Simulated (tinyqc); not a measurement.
AlGaN/GaN HEMT with access regions, lumped model: effect of the barrier thickness.

A polarisation-induced electron sheet under a Schottky gate, in series with two ungated access regions and contacts. Drift law v = mu E/(1 + mu E/vs) under the gate. Currents in mA/mm, resistances in ohm mm. No self-heating, no channel-length modulation; fits for polarisation, barrier and offset are chosen for the exercise.

sigma = (5e13 x + 1.6e13 x^2) cm^-2, phiB = 0.84 + 1.3 x, dEc = 0.7 (1.71 x + x^2) in volts, Cb = eps0 eps_r/d, VT = phiB - dEc - q sigma/Cb, access density n0 = -Cb VT/q. Access resistance R(L, n) = L/(q mu n sqrt(1 - (I/(q n vs))^2)); Rs = Rc + R(Ls, n0), Rd = Rc + R(Ld, (1 - ft) n0). Vg' = Vg - I Rs, Vd' = Vd - I (Rs + Rd); with u = Vg' - VT, Vc = vs Lg/mu and w the smaller of Vd' and Vc [sqrt(1 + 2 u/Vc) - 1] (0 if negative), the channel gives (mu Cb/Lg)(u w - w^2/2)/(1 + w/Vc). I equals that channel current. Isat is I at Vd = 10 V, gm = dIsat/dVg, Ron the limit of Vd/I at small Vd.

Inputs (values chosen for the exercise); values close to those of AlGaN/GaN structures:
```
symbol,value,unit,meaning
x,0.33,,aluminium share of the barrier
eps_r,9.6,,relative permittivity of barrier and channel
mu,1300,cm^2/(V s),channel mobility
vs,1.5e7,cm/s,saturation velocity
Lg,0.15,um,gate length
Ls,1,um,source access length
Ld,4,um,drain access length
Rc,0.23,ohm mm,resistance of each contact
ft,0,,share of the drain-access electrons removed by traps
Vg,0.5,V,gate voltage
```

Constants: q = 1.602176634e-19 C, eps0 = 8.8541878128e-14 F/cm where lengths are in cm. Results are converted to the units shown.

Effect of the barrier thickness:
```
d (nm)	VT (V)	n0 (cm^-2)	Ron (ohm mm)	Isat (mA/mm)	gm (mS/mm)
8	-1.953	1.295e13	2.358	1476	628.0
11	-2.985	1.439e13	2.171	1844	542.1
14	-4.016	1.522e13	2.079	2112	471.8
18	-5.392	1.589e13	2.012	2375	400.4
22	-6.767	1.632e13	1.972	2570	347.3
27	-8.486	1.667e13	1.940	2757	297.8
33	-10.55	1.696e13	1.916	2925	254.3
```

As d goes from 8 to 33 nm, Ron falls from 2.36 to 1.92 ohm mm, Isat rises from 1480 to 2920 mA/mm and gm falls from 628 to 254 mS/mm. VT falls from -1.95 to -10.5 V. In every row the power passes 5 W/mm, where self-heating, left out here, lowers the current. At d = 33 nm the barrier is thick and rich enough in aluminium to relax or crack.

Numbers from tinyqc (`OMP_NUM_THREADS=1 python tinyqc.py 2570161 2570162 out.jsonl`; about 0.04 s on one thread of a shared Intel Xeon 2.30GHz).
